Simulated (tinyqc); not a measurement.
Thin (001) film in sp3s* tight binding with raised dangling bonds, step by step. Values are carried at full precision from step to step, so a last printed digit may differ when a step is redone from the rounded ones.

sp3s* tight binding, nearest neighbours only: anion (a) at 0, cation (c) at a/4 (1,1,1), orbitals s, px, py, pz, s* on each; k in units of 2 pi/a. With phases e_j = exp(i (pi/2) k.n_j) for n = (1,1,1), (1,-1,-1), (-1,1,-1), (-1,-1,1): g0 = (e1+e2+e3+e4)/4, g1 = (e1+e2-e3-e4)/4, g2 = (e1-e2+e3-e4)/4, g3 = (e1-e2-e3+e4)/4. The diagonal holds the levels Esa, Epa, Exa (s*) and Esc, Epc, Exc. Anion-cation block: <sa|sc> = Vss g0; <sa|xc> = Vsapc g1; <xa|sc> = -Vscpa g1; <xa|xc> = Vxx g0; <xa|yc> = <ya|xc> = Vxy g3, <xa|zc> = <za|xc> = Vxy g2, <ya|zc> = <za|yc> = Vxy g1; <s*a|xc> = Vxapc g1; <xa|s*c> = -Vpaxc g1; y and z take g2 and g3 in place of g1; s-s* and s*-s* vanish.

Values chosen for the exercise (out of a larger set: near a published set for Ge, fitted to gaps, whose masses and valley positions are rough; the L valleys, lowest in Ge, lie off zero in-plane momentum and are not seen; not measured data):
- p = (-5.885, 1.601, -5.885, 1.601, 6.407, 6.407, -6.793, 1.625, 4.861, 5.511, 5.511, 5.198, 5.198) eV (order Esa, Epa, Esc, Epc, Exa, Exc, Vss, Vxx, Vxy, Vsapc, Vscpa, Vxapc, Vpaxc)
- N = 4 (atomic planes in the small film)
- dl = 20 eV (shift of the dangling hybrids)

## Bulk edges along [001]

Gap at Gamma and minimum on (0,0,kz), kz from 0.5 to 1, from the bulk Ev. States at zero in-plane momentum come from this line alone.

edges (eV): Gamma 0.9320, Delta 0.8574

kz of the minimum = 0.8063 2 pi/a

## The two blocks of the small film

Planes alternate anion (a), cation (c) along [001], a/4 apart, starting with an anion; zero in-plane momentum; levels counted from the bulk Ev, the lower root of [[Epa, Vxx], [Vxx, Epc]]; no spin-orbit coupling. Block of s, pz, s*: from an anion to the cation above, Vss/2 (s,s), Vsapc/2 (s,z), -Vscpa/2 (z,s), Vxx/2 (z,z), Vxapc/2 (s*,z), -Vpaxc/2 (z,s*); to the cation below the same with the s-z and s*-z signs reversed. Block of u = (px + py)/sqrt2 and v = (px - py)/sqrt2: to the cation above (Vxx + Vxy)/2 for u and (Vxx - Vxy)/2 for v, to the cation below the reverse. Each surface atom has two dangling sp3 hybrids; raising both by dl adds (dl/2) [[1, t], [t, 1]] to its s, pz levels (t = -1 at the bottom face, +1 at the top) and dl to the one of u, v in whose plane the missing bonds lie (v for a bottom anion or a top cation, u for a top anion).

Fill them in.

s, pz, s* block (eV), lower triangle:
```
,sa1,za1,*a1,sc2,zc2,*c2,sa3,za3,*a3,sc4,zc4,*c4
sa1,4.139
za1,-10.000,11.625
*a1,0,0,6.431
sc2,-3.397,-2.756,0,-5.861
zc2,2.756,0.812,2.599,0,1.625
*c2,0,-2.599,0,0,0,6.431
sa3,0,0,0,-3.397,-2.756,0,-5.861
za3,0,0,0,2.756,0.812,2.599,0,1.625
*a3,0,0,0,0,-2.599,0,0,0,6.431
sc4,0,0,0,0,0,0,-3.397,-2.756,0,4.139
zc4,0,0,0,0,0,0,2.756,0.812,2.599,10.000,11.625
*c4,0,0,0,0,0,0,0,-2.599,0,0,0,6.431
```

u, v block (eV), lower triangle:
```
,ua1,va1,uc2,vc2,ua3,va3,uc4,vc4
ua1,1.625
va1,0,21.625
uc2,3.243,0,1.625
vc2,0,-1.618,0,1.625
ua3,0,0,-1.618,0,1.625
va3,0,0,0,3.243,0,1.625
uc4,0,0,0,0,3.243,0,1.625
vc4,0,0,0,0,0,-1.618,0,21.625
```

## Levels of the small film

Diagonalise both blocks.

levels of the s, pz, s* block (eV): -11.651  -8.683  -3.902  1.375  1.517  1.948  6.386  6.391  8.520  8.884  18.941  19.053

levels of the u, v block (eV): -2.526  -1.730  -0.908  4.158  4.713  5.776  21.737  21.780

No level lies between 0 and the bulk edge 0.857 eV; confinement has widened the gap at zero in-plane momentum to 2.283 eV.

## Checks

- Lowest conduction level of 201 planes, with the dangling hybrids shifted far away, against the bulk edge: 0.8579 against 0.8574.

tinyqc: `OMP_NUM_THREADS=1 python tinyqc.py 1452119 1452120 out.jsonl`; about 0.5 s, one thread, shared Intel(R) Xeon(R) Processor @ 2.30GHz.
